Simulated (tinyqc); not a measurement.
Strained alloy layer of InAs and AlAs on (001) InP, model-solid band line-up: one step of the calculation.

The layer is x parts of the first compound and 1 - x of the second, grown coherently on the third as substrate and barrier. Rows of the table: lattice constant a, average valence level Ea on an absolute scale, spin-orbit splitting so, gaps at Gamma, X and L, hydrostatic deformation potentials av and ac (Gamma), shear potential b, elastic constants, electron and heavy-hole (along z) masses. All are interpolated linearly in x; gaps get -C x (1 - x), taken wholly in the conduction band; real line-ups can differ from this model by 0.1 eV or more.

Problem. Critical thickness. In-plane strain e = (a_substrate - a)/a. Matthews-Blakeslee for 60-degree dislocations in a single layer: hc = k (ln(hc/bv) + 1), k = bv (1 - nu/4)/(4 pi |e| (1 + nu)), nu = c12/(c11 + c12), bv = a/sqrt(2); the larger root.

Inputs (values chosen for the exercise):

| symbol | value | unit | meaning |
|---|---|---|---|
| x | 0.64 |  | fraction of the first compound in the layer |
| CG | 0.7 | eV | bowing of the Gamma gap |
| CX | 0 | eV | bowing of the X gap |
| CL | 0 | eV | bowing of the L gap |
| Lw | 8.4 | nm | layer thickness |

Binary compounds, values chosen for the exercise:
```
              close to InAs  close to AlAs  close to InP
a (angstrom)          6.058          5.661         5.869
Ea (eV)               -6.67          -7.49         -7.04
so (eV)               0.383          0.279         0.108
EG (eV)               0.359           3.03          1.33
EX (eV)                1.37           2.19          2.16
EL (eV)                1.07           2.36          1.95
av (eV)                0.99           2.46          1.26
ac (eV)               -5.15          -5.71         -4.97
b (eV)                -1.81           -1.5         -1.72
c11 (GPa)              84.1            123           101
c12 (GPa)              45.6           52.9          56.6
me (m0)              0.0228          0.149        0.0802
mh (m0)               0.333          0.468         0.535
```

Give: nu; bv; hc.

Solution.

nu = 0.3296
bv = 0.4183 nm
hc = 13.11 nm

The layer, Lw = 8.4 nm, is thinner than hc, so it stays coherent by this criterion.

Computed by the program tinyqc: `OMP_NUM_THREADS=1 python tinyqc.py 2690121 2690122 out.jsonl`, one thread of a shared Intel Xeon 2.30GHz, about 0.01 s for the whole run.
